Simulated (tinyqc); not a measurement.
Inside a calculation. Model: FinFET, parasitic resistance, capacitance and delay.

Program tinyqc, `OMP_NUM_THREADS=1 python tinyqc.py 2170154 2170155 out.jsonl`; Intel Xeon 2.30GHz, shared host, one thread, about 0.04 s. Printed values are rounded.

Nf fins under one contact; each has gated perimeter p = 2 Hf + Wf and cross-section A = Hf Wf; contact width Wc = Nf pf, stack height Hs = Hf. Contact length Lc = CPP - Lg - 2 Lsp, shared by two neighbouring gates. Source and drain sides are equal. The formulas are first-order estimates, not field solutions.

Values chosen for this exercise; values close to those of silicon logic devices:
- T = 300 K (temperature)
- Nf = 3 (number of fins)
- Hf = 50 nm (fin height)
- Wf = 8 nm (fin width)
- pf = 27 nm (fin pitch)
- CPP = 70 nm (contacted gate pitch)
- Lg = 14 nm (gate length)
- Lsp = 8 nm (spacer length)
- ks = 5.5 (relative permittivity of the spacer)
- Hc = 25 nm (gate height above the channel stack)
- rc = 5e-10 ohm cm^2 (contact resistivity)
- re = 0.00022 ohm cm (resistivity of the source-drain epitaxy)
- te = 15 nm (current-carrying depth of the epitaxy)
- rx = 0.0013 ohm cm (resistivity of the extension)
- Lov = 0.5 nm (gate overlap)
- Cinv = 3.1 uF/cm^2 (inversion capacitance)
- vx = 1.4e7 cm/s (injection velocity)
- mu = 260 cm^2/(V s) (apparent mobility)
- VT = 0.2 V (threshold at zero drain voltage)
- dl = 0.071 V/V (barrier lowering)
- n = 1.09 (subthreshold factor)
- Cw = 0.07 fF (wire load)
- Vdd = 0.6 V (supply voltage)

Constants: q = 1.602176634e-19 C, kB = 1.380649e-23 J/K, eps0 = 8.8541878128e-12 F/m, Vt = kB T/q. Results are converted to the units shown.

## Geometry and resistances

Epitaxy sheet resistance Rsh = re/te, transfer length LT = sqrt(rc/Rsh), contact Rc = [sqrt(rc Rsh)/Wc] coth(Lc/(2 LT)); extension of one fin Rx = rx Lsp/A. Effective width N p; for equal currents one side has Rc + Rx/N.

Lc = 40 nm
effective width = 324 nm
Rsh = 146.6667 ohm
LT = 18.46372 nm
Rc = 42.08573 ohm
Rx = 260 ohm
one side times effective width = 41.71578 ohm um

Lc/2 is 1.1 transfer lengths, and Rc is 36 % above the area limit rc/(Wc Lc/2). The contact makes up 32.7 % of one side.

## Capacitances

With N fins: gate Cg = Cinv p N Lg; per side, plate Cp = ks eps0 [Wc (Hs + Hc) - N A]/Lsp, top fringe Cf = (2/pi) ks eps0 Wc ln(1 + Lg/(2 Lsp)), overlap Co = Cinv p N Lov. Cs = Cp + Cf + Co. An inverter of two such devices driving an equal one has the load CL = 2 (Cg + 2 Cs) + 4 Cs + Cw (its own drains counted twice for the Miller effect).

Cg = 140.6160 aF
Cp = 29.67536 aF
Cf = 1.578545 aF
Co = 5.022 aF
CL = 641.4393 aF

The channel capacitance gives 43.8 % of CL, the parasitic parts 45.2 % and the wire 10.9 %.

## Iteration 1: fin currents at Vgs = Vdd, Vds = Vdd/2

I at the start (uA): fin 1 0, fin 2 0, fin 3 0

One fin: I = p Q vx u/(1 + |u|^1.8)^(1/1.8), Q = Cinv n Vt ln(1 + exp((Vg' - VT + dl Vd')/(n Vt))), u = Vd' mu/(vx Lg), Vg' = Vgs - v, Vd' = Vds - 2 v, with the drop on each side v = Rc (sum of I) + Rx I. I(new) = I(out).

drop v (mV): fin 1 0, fin 2 0, fin 3 0
I(out) (uA): fin 1 188.8927, fin 2 188.8927, fin 3 188.8927
I after iteration 1 (uA): fin 1 188.8927, fin 2 188.8927, fin 3 188.8927

## Iteration 2: fin currents at Vgs = Vdd, Vds = Vdd/2

As before.

drop v (mV): fin 1 72.96117, fin 2 72.96117, fin 3 72.96117
I(out) (uA): fin 1 138.3453, fin 2 138.3453, fin 3 138.3453
I after iteration 2 (uA): fin 1 138.3453, fin 2 138.3453, fin 3 138.3453

## Course of the iteration: fin currents at Vgs = Vdd, Vds = Vdd/2

Stop when the largest change of I is below 1e-6 uA, or after 80 iterations.

Course of the iteration:
```
iteration	total I (uA)	largest |change| of one entry (uA)
1	566.6782	189
2	415.0359	50.5
3	461.2511	15.4
4	447.8826	4.46
5	451.8041	1.31
6	450.6586	0.382
7	450.9936	0.112
8	450.8957	0.0326
9	450.9243	9.55e-3
10	450.9159	2.79e-3
11	450.9184	8.16e-4
12	450.9177	2.39e-4
13	450.9179	6.98e-5
14	450.9178	2.04e-5
15	450.9178	5.96e-6
16	450.9178	1.74e-6
17	450.9178	5.10e-7
```

Converged in 17 iterations. At the end each change is about 0.29 times the one before: linear convergence.

## Effective current, delay and energy

IH = I(Vdd, Vdd/2) = 450.9178 uA
IL = I(Vdd/2, Vdd), solved likewise = 164.5971 uA

Ieff = (IH + IL)/2, delay CL Vdd/(2 Ieff), energy CL Vdd^2, with CL the load of an inverter that drives an equal one.

Ieff = 307.7574 uA
delay = 0.6252709 ps
energy = 230.9181 aJ

Without any series resistance Ieff would be 382 uA, so the resistances cost 19.5 %.
